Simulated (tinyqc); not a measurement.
Inside a calculation. Method: CIS and TDHF on RHF in the sto-3g basis, for H3+, spin multiplicity 1. One step of it, computed by the program tinyqc.

Problem. Integrals over molecular orbitals. (pq|rs) = sum C_ip C_jq C_kr C_ls (ij|kl), one index at a time.

coefficients C:
```
            MO1        MO2        MO3
1H 1s  0.403796  -0.585677   1.102572
2H 1s  0.403796  -0.585677  -1.102572
3H 1s  0.380699   1.209567   0.000000
```

core Hamiltonian H = T + V (hartree):
```
           1H 1s      2H 1s      3H 1s
1H 1s  -1.608353  -1.180228  -1.101737
2H 1s  -1.180228  -1.608353  -1.101737
3H 1s  -1.101737  -1.101737  -1.573907
```

Two-electron integrals (ij|kl) in chemists' order, unique and non-zero (hartree):
```
(11|11) 0.774606   (21|11) 0.383922   (21|21) 0.230494   (22|11) 0.529489
(22|21) 0.383922   (22|22) 0.774606   (31|11) 0.350464   (31|21) 0.193942
(31|22) 0.295174   (31|31) 0.196535   (32|11) 0.295174   (32|21) 0.193942
(32|22) 0.350464   (32|31) 0.181336   (32|32) 0.196535   (33|11) 0.506679
(33|21) 0.308372   (33|22) 0.506679   (33|31) 0.350464   (33|32) 0.350464
(33|33) 0.774606
```

Give: one-electron integrals over orbitals h = C^T H C; Two-electron integrals over orbitals.

Solution.

one-electron integrals over orbitals h = C^T H C (hartree):
```
         1        2        3
1  -1.8149   0.0093   0.0000
2   0.0093  -1.0938   0.0000
3   0.0000   0.0000  -1.0409
```

Two-electron integrals over orbitals (pq|rs), unique and non-zero (hartree):
```
(11|11) 0.6100    (21|11) -0.0093   (21|21) 0.1435    (22|11) 0.5860
(22|21) 0.0913    (22|22) 0.6730    (31|31) 0.1439    (32|31) -0.0882
(32|32) 0.0680    (33|11) 0.5968    (33|21) -0.0964   (33|22) 0.5206
(33|33) 0.6780
```
